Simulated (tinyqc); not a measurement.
# Pinning factor and decay constant from two barriers

Question. phiB = S (phiM - chi) + (1 - S)(Eg - E0) with S = 1/(1 + (1/S0 - 1) exp(-be ti)). Find S0, S at the given thickness and be.

Parameters, values chosen for the exercise; semiconductor values close to those of 4H silicon carbide; interlayer mass of the order of that in hafnium oxide, offset chosen freely:

| symbol | value | unit | meaning |
|---|---|---|---|
| Eg | 3.25 | eV | band gap |
| chi | 3.46 | eV | electron affinity |
| E0 | 1.9 | eV | charge-neutrality level above the valence band |
| phiM | 3.82 | eV | metal work function |

phiB at ti = 0, 0.5 nm (eV): [0.7164, 0.50342775]

Solution. Each barrier gives its S by linear interpolation between the pinned and the unpinned value; the ratio of the two values of 1/S - 1 is exp(be ti).

S0 = 0.6400
S = 0.8551
be = 2.400 1/nm

tinyqc, about 0.02 s, one thread, Intel Xeon 2.30GHz (shared host): `OMP_NUM_THREADS=1 python tinyqc.py 2270014 2270015 out.jsonl`
